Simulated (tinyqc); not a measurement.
Inside a calculation: interface roughness in a thin film (subband fluctuation and scattering). Values are carried at full precision from step to step, so a last printed digit may differ when a step is redone from the rounded ones.

Square well of width t, barriers V0, c = hbar^2/2m0: E1 solves k t + 2 atan[(k/mz)/(kappa/mb)] = pi, k = sqrt(mz E/c), kappa = sqrt(mb (V0 - E)/c). One interface is rough, so the subband edge fluctuates by G dt with G = |dE1/dt| (central difference of 0.01 angstrom; 2 E1/t for hard walls).

Constants: hbar^2/2m0 = 3.80998211 eV angstrom^2; e^2/(4 pi eps0) = 14.39964547 eV angstrom; hbar = 6.58211957e-16 eV s.

Parameters, chosen for this exercise (near those of a thin InGaAs channel; not measured data):
- t = 82 angstrom (film thickness)
- mz = 0.045 m0 (confinement mass)
- V0 = 2.01 eV (barrier)
- mb = 0.26 m0 (barrier mass)
- D = 3 angstrom (rms height of the roughness)
- md = 0.044 m0 (mass in the plane)
- gv = 1 (valleys)
- Lc = 16 angstrom (correlation length)
- Ns = 0.65 x 1e12/cm^2 (sheet density)
- eps = 11.1 (mean dielectric constant at the channel)
- Lg = 300 angstrom (gate length)
- Wg = 150 angstrom (gate width)

## Sensitivity of the level to thickness

Give E1, G, the hard-wall values and the rms fluctuation G D.

E1 = 66.79 meV
G = |dE1/dt| = 1.2212 meV/angstrom

hard walls: E1 (meV) and G (meV/angstrom): 124.275  3.031

G D = 3.66 meV

Hard walls overstate G by a factor 2.48, and the scattering rate, which goes as G^2, by 6.16.

## The angular integrand

Gaussian roughness spectrum S(q) = pi D^2 Lc^2 exp(-q^2 Lc^2/4). Degenerate gas, taken to fill one subband (the second starts to fill once c kF^2/md exceeds E2 - E1, which is not tested here): kF = sqrt(2 pi Ns/gv), q = 2 kF sin(theta/2), 1/tau = (md/(2 pi c hbar)) G^2 times the integral from 0 to pi of S(q)(1 - cos theta)/eps(q)^2 dtheta, eps(q) = 1 + qs/q with screening (qs = gv md q0/(c eps), q0 = e^2/(4 pi eps0), form factors left out, which overstates the screening; other scattering is left out too, so these values lie far above measured mobilities in all but the thinnest films) or 1 without; mobility = tau c2/md with c2 = e/m0 = 1.75882e15 cm^2/(V s^2); 1e12/cm^2 = 1e-4/angstrom^2.

kF, qs, and exp(-q^2 Lc^2/4)(1 - cos theta) without and with the factor 1/eps^2 at theta = 30, 60, ..., 180 degrees.

kF = 0.02021 1/angstrom
qs = 0.0150 1/angstrom

Integrand:
```
theta  q (1/angstrom)   bare  eps(q)  screened
30             0.0105  0.133    2.43    0.0225
60             0.0202  0.487    1.74     0.161
90             0.0286  0.949    1.52     0.409
120            0.0350   1.39    1.43     0.680
150            0.0390   1.69    1.38     0.884
180            0.0404   1.80    1.37     0.959
```

kF Lc = 0.32: the roughness is short-ranged for these electrons, and back-scattering dominates.

## Scattering time and mobility

Integrate over theta.

Results:
```
case      integral   tau (fs)  mobility (cm^2/(V s))
bare         2.906  1.142e+04              4.564e+05
screened     1.380  2.404e+04              9.611e+05
```

Screening raises the mobility by a factor 2.1. With it kF l = 2.58e+03, so by this rate the carriers are far from localisation. Phonons, and the gate field that presses carriers to the wall, limit real channels far below this value.

## Threshold variation

Averaged over an area A = Lg Wg much larger than Lc^2, the thickness varies by D sqrt(pi Lc^2/A), so sigma(Vt) = G D Lc sqrt(pi/A)/e; the Pelgrom coefficient is sigma sqrt(A) (1 micrometre = 1e4 angstrom).

rms of the mean thickness = 0.401 angstrom
sigma(Vt) = 0.490 mV
coefficient = 0.0104 mV micrometre

The electrostatic effect of the thickness is left out.

## Checks

- G from the envelope at the wall, psi(t/2)^2 (E1 + c mz (kappa/mb)^2), against the difference quotient, meV/angstrom: both 1.221.
- Bare integral for Lc -> 0 against pi: both 3.1416.

Program tinyqc; command `OMP_NUM_THREADS=1 python tinyqc.py 1250605 1250606 out.jsonl`; about 0.01 s on one thread of a shared Intel(R) Xeon(R) Processor @ 2.30GHz.
